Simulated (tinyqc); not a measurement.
Bound state in one dimension: Numerov shooting, finite differences, DVR, step by step. Computed by tinyqc, a small Python program that keeps every step. Settings: points = 64. Command: `OMP_NUM_THREADS=1 python tinyqc.py 30064 30065 out.jsonl` (the two numbers bound the seeds that draw the settings). One thread of a shared host (Intel(R) Xeon(R) Processor @ 2.60GHz), about 0.01 s of CPU time with the checks.

## Numerov steps at E = -5.33

One particle of mass 1 in V = -5.44 exp(-x^2/1.8^2) (atomic units), psi = 0 at both ends:
```
parameter                value
left end                    -7
right end                    7
intervals                   64
h                     0.218750
state sought (nodes)         2
```

k_i = 2 m (E - V_i); (1 + h^2 k_(i+1)/12) y_(i+1) = 2 (1 - 5 h^2 k_i/12) y_i - (1 + h^2 k_(i-1)/12) y_(i-1), from y_0 = 0, y_1 = 0.001.

Points along the way:
```
i         x          V         k           y
0   -7.0000  -1.47e-06  -10.6600      0.0000
1   -6.7812  -3.73e-06  -10.6600      0.0010
2   -6.5625  -9.18e-06  -10.6600      0.0025
3   -6.3438  -2.19e-05  -10.6600      0.0054
4   -6.1250  -5.09e-05  -10.6599      0.0112
5   -5.9062  -1.15e-04  -10.6598      0.0229
21  -2.4062    -0.9109   -8.8381   1870.3498
22  -2.1875    -1.2422   -8.1756   3597.6037
23  -1.9688    -1.6446   -7.3708   6762.4021
24  -1.7500    -2.1140   -6.4321  12348.8326
25  -1.5312    -2.6382   -5.3836  21768.6715
26  -1.3125    -3.1966   -4.2668  36804.6971
```

## Bisection on the node count

With more sign changes than the state has nodes (the last point included) the energy is too high, else too low; the bracket starts as -5.33 to -0.05.

Trials:
```
trial          E  sign changes  y at the right end   next
1      -2.690000             2            1.38e+07  raise
2      -1.370000             3           -5.96e+03  lower
3      -2.030000             2            4.02e+05  raise
4      -1.700000             2            5.16e+03  raise
5      -1.535000             3           -8.54e+03  lower
6      -1.617500             3           -5.75e+03  lower
7      -1.658750             3           -1.72e+03  lower
8      -1.679375             2            1.30e+03  raise
9      -1.669062             3           -3.11e+02  lower
10     -1.674219             2            4.67e+02  raise
11     -1.671641             2            7.21e+01  raise
12     -1.670352             3           -1.21e+02  lower
13     -1.670996             3           -2.48e+01  lower
14     -1.671318             2            2.35e+01  raise
...          ...           ...                 ...    ...
27     -1.671162             2            2.79e-03  raise
28     -1.671161             3           -1.58e-04  lower
29     -1.671162             2            1.32e-03  raise
```

eigenvalue = -1.671162 hartree

## The same grid by other methods

Three-point finite differences and the sine-DVR kinetic matrix of Colbert and Miller on the same points.

Lowest levels (hartree):
```
state  finite differences      DVR
0                 -4.5860  -4.5819
1                 -3.0084  -2.9921
2                 -1.7019  -1.6706
3                 -0.6991  -0.6619
4                 -0.0746  -0.0513
```
